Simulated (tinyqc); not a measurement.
# Worked calculation: interface traps from C-V curves, high-low and Terman methods

tinyqc, about 0.01 s, one thread, Intel Xeon 2.30GHz (shared host): `OMP_NUM_THREADS=1 python tinyqc.py 2030123 2030124 out.jsonl` Printed values are rounded.

MOS capacitor on an n-type substrate; psi is the band bending, negative in depletion; only majority carriers are counted. At the bending psi the Fermi level lies y = xi - psi below the conduction edge at the surface, xi = Vt ln(Nc/Nd). Dit(y) = D0 + D1 exp(-y/E1); traps fill up to the Fermi level, follow the bias and a slow signal, and do not follow a fast one. V is the gate voltage from flat band.

Parameters, values chosen for the exercise; band and dielectric values close to those of silicon:
```
symbol,value,unit,meaning
T,350,K,temperature
eps_r,11.8,,relative permittivity
Nc,3.55e19,cm^-3,conduction-band density of states at T
Nd,3.2e15,cm^-3,donor density
EOT,28,nm,equivalent oxide thickness
D0,1.9e12,cm^-2 eV^-1,trap density far from the band edge
D1,4.5e13,cm^-2 eV^-1,band-tail density at the conduction edge
E1,0.14,eV,decay energy of the tail
n,7,,points
pa,-0.43,V,deepest band bending
pb,-0.045,V,shallowest band bending
```

Constants: q = 1.602176634e-19 C, kB = 1.380649e-23 J/K, Vt = kB T/q, eps0 = 8.8541878128e-14 F/cm where lengths are in cm. Results are converted to the units shown.

## The curves

Cox = 3.9 eps0/EOT, LD = sqrt(eps0 eps_r Vt/(q Nd)), u = psi/Vt, Cd = (eps0 eps_r/(sqrt(2) LD)) |exp(u) - 1|/sqrt(exp(u) - u - 1). Ideal V0 = psi - sqrt(2) (eps0 eps_r Vt/LD) sqrt(exp(u) - u - 1)/Cox for psi < 0; the traps add dV = (q/Cox) times the integral of Dit from 0 to psi = (q/Cox) [D0 psi + D1 E1 exp(-xi/E1) (exp(psi/E1) - 1)]. 1/C_HF = 1/Cox + 1/Cd, 1/C_LF = 1/Cox + 1/(Cd + q Dit). Take n equally spaced psi from pa to pb.

```
point    psi (V)    y (eV)  Dit (cm^-2 eV^-1)     V0 (V)     V (V)  C_HF (nF/cm^2)  C_LF (nF/cm^2)
0      -0.430000  0.710921         2.18046e12  -0.597822  -2.70861         21.3920         92.8193
1      -0.365833  0.646754         2.34352e12  -0.519600  -2.44234         22.9828         94.4685
2      -0.301667  0.582587         2.60140e12  -0.439958  -2.15741         25.0319         96.7142
3      -0.237500  0.518421         3.00922e12  -0.358353  -1.84325         27.8216         99.6128
4      -0.173333  0.454254         3.65416e12  -0.273791  -1.48299         31.9376         103.098
5      -0.109167  0.390087         4.67410e12  -0.184147  -1.04946         38.6898         106.947
6      -0.045000  0.325921         6.28706e12  -0.084027  -0.49759         50.7583         110.828
```

Cox = 123.326 nF/cm^2

At the deepest bending the traps stretch the gate voltage from -0.598 to -2.71 V.

## High-low extraction

q Dit = (1/C_LF - 1/Cox)^(-1) - (1/C_HF - 1/Cox)^(-1) at each point.

Dit by high-low, point 0 to 6 (cm^-2 eV^-1): 2.18046e12  2.34352e12  2.60140e12  3.00922e12  3.65416e12  4.67410e12  6.28706e12

With a true high-frequency curve this returns Dit exactly.

## Terman extraction

psi at each point follows from C_HF and the ideal curve. Dit = (Cox/q) d(V - V0)/dpsi by central differences over the two neighbours.

Dit by Terman, point 1 to 5 (cm^-2 eV^-1): 2.35921e12  2.62622e12  3.04847e12  3.71623e12  4.77225e12

The differences overstate the curved tail; the largest error is 2.1 %, at point 5.
